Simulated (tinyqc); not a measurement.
Comparisons within one model: Kronig-Penney superlattice by transfer matrices. A value that a table varies takes the place of the one given here.

Wells (width a, potential 0, mass mw) alternate with barriers (width b, height V0, mass mb); period d = a + b; c = hbar^2/2m0. The vector (psi, psi'/m) is continuous, and a layer of thickness t carries it by M = [[cos kt, (m/k) sin kt], [-(k/m) sin kt, cos kt]] with k = sqrt(m (E - V)/c); for E < V, k = i kappa gives [[cosh, (m/kappa) sinh], [(kappa/m) sinh, cosh]] of kappa t. A Bloch state obeys cos(q d) = tr(Mb Mw)/2.

Constants: hbar^2/2m0 = 3.80998211 eV angstrom^2.

Inputs chosen for the exercise (near those of a GaAs superlattice with barriers of AlGaAs; shifted at random, so the results belong to these values and not to a real crystal):
- a = 94 angstrom (well width)
- V0 = 0.3 eV (barrier height)
- mw = 0.0689 m0 (mass in the wells)
- mb = 0.0977 m0 (mass in the barriers)
- bs = (12, 18, 24, 31.2, 38.4, 48, 60) angstrom (barrier widths)
- b = 24 angstrom (barrier width)

## Barrier width

First miniband against b. m_z = -2 c f'/d^2 with f = tr M/2 at the bottom of the band. E1 is the level of the single well, kappa1 its decay constant in the barrier.

First miniband:

| b (angstrom) | bottom (eV) | top (eV) | W (meV) | ln W | m_z (m0) |
|---|---|---|---|---|---|
| 12.0 | 0.0223 | 0.0455 | 23.15 | 3.142 | 0.0891 |
| 18.0 | 0.0270 | 0.0412 | 14.13 | 2.649 | 0.114 |
| 24.0 | 0.0298 | 0.0384 | 8.620 | 2.154 | 0.152 |
| 31.2 | 0.0318 | 0.0365 | 4.758 | 1.560 | 0.228 |
| 38.4 | 0.0328 | 0.0354 | 2.626 | 0.966 | 0.353 |
| 48.0 | 0.0335 | 0.0347 | 1.189 | 0.173 | 0.656 |
| 60.0 | 0.0339 | 0.0343 | 0.4413 | -0.818 | 1.47 |

E1 = 0.0341 eV
kappa1 = 0.0826 1/angstrom

What can be read from the table?

W falls from 23.1 to 0.44 meV, and both edges close in on E1. The slope of ln W is -0.0822 per angstrom over the first two rows and -0.0826 over the last two, against -kappa1 = -0.0826: the width follows one power of the tunnelling amplitude once the wells couple weakly. m_z grows by a factor 16.5.

## From one barrier to a miniband

Transmission through N barriers separated by wells, between leads of the well material: T = 4/[(M11 + M22)^2 + (u M12 - M21/u)^2] with u = k/mw and M the product over all layers; twelve evenly spaced energies around the first miniband.

Transmission:

| E (eV) | tr M/2 of a period | N = 1 | N = 2 | N = 4 | N = 8 |
|---|---|---|---|---|---|
| 0.025942 | 2.171 | 0.0300 | 0.00164 | 5.79e-06 | 7.29e-11 |
| 0.027509 | 1.676 | 0.0318 | 0.00292 | 3.44e-05 | 4.97e-09 |
| 0.029076 | 1.211 | 0.0337 | 0.00591 | 0.000398 | 2.39e-06 |
| 0.030643 | 0.775 | 0.0355 | 0.0151 | 0.0871 | 0.0274 |
| 0.032210 | 0.367 | 0.0373 | 0.0672 | 0.0326 | 0.639 |
| 0.033778 | -0.014 | 0.0391 | 0.980 | 0.924 | 0.753 |
| 0.035345 | -0.370 | 0.0409 | 0.0724 | 0.0356 | 0.752 |
| 0.036912 | -0.701 | 0.0428 | 0.0223 | 0.943 | 0.806 |
| 0.038479 | -1.007 | 0.0446 | 0.0114 | 0.00270 | 0.000540 |
| 0.040046 | -1.291 | 0.0464 | 0.00724 | 0.000334 | 8.51e-07 |
| 0.041613 | -1.554 | 0.0482 | 0.00522 | 8.96e-05 | 2.80e-08 |
| 0.043181 | -1.795 | 0.0501 | 0.00407 | 3.45e-05 | 2.55e-09 |

What can be read from the table?

5 of the energies lie in the miniband (|tr M/2| <= 1); there T for N = 8 runs between 0.0274 and 0.806. In the gaps it falls with N: at E = 0.0432 eV from 3.45e-05 (N = 4) to 2.55e-09 (N = 8), a slope of ln T of -2.38 a period, against -2 arccosh|tr M/2| = -2.38.

## What each parameter does

Bottom and width of the first miniband, the gap above it, and m_z = -2 c f'/d^2 with f = tr M/2. Each row changes one parameter from the base and keeps the others.

Results:

| case | bottom (eV) | width (meV) | gap (meV) | m_z (m0) |
|---|---|---|---|---|
| base | 0.0298 | 8.6 | 80.5 | 0.1524 |
| a = 85 angstrom | 0.0342 | 10.8 | 91.4 | 0.1449 |
| b = 28 angstrom | 0.0310 | 6.2 | 85.2 | 0.1895 |
| V0 = 0.345 eV | 0.0317 | 7.3 | 86.8 | 0.1741 |
| mw = 0.062 m0 | 0.0312 | 9.7 | 85.1 | 0.1366 |
| mb = 0.083 m0 | 0.0304 | 10.0 | 79.5 | 0.1345 |

What does this show?

The largest shifts from the base row, up to three for each result and ties (the steps differ in size, so this ranks the rows, not the parameters). bottom (eV): a +0.0044, V0 +0.0018, mw +0.0013. width (meV): b -2.4, a +2.2, mb +1.4. gap (meV): a +10.8, V0 +6.3, b +4.7. m_z (m0): b +0.0370, V0 +0.0216, mb -0.0180.

Computed by tinyqc, a small Python program: `OMP_NUM_THREADS=1 python tinyqc.py 1281291 1281292 out.jsonl` (the numbers bound the seed that draws the inputs); one thread of a shared host (Intel(R) Xeon(R) Processor @ 2.30GHz), about 0.05 s for the whole set of steps.
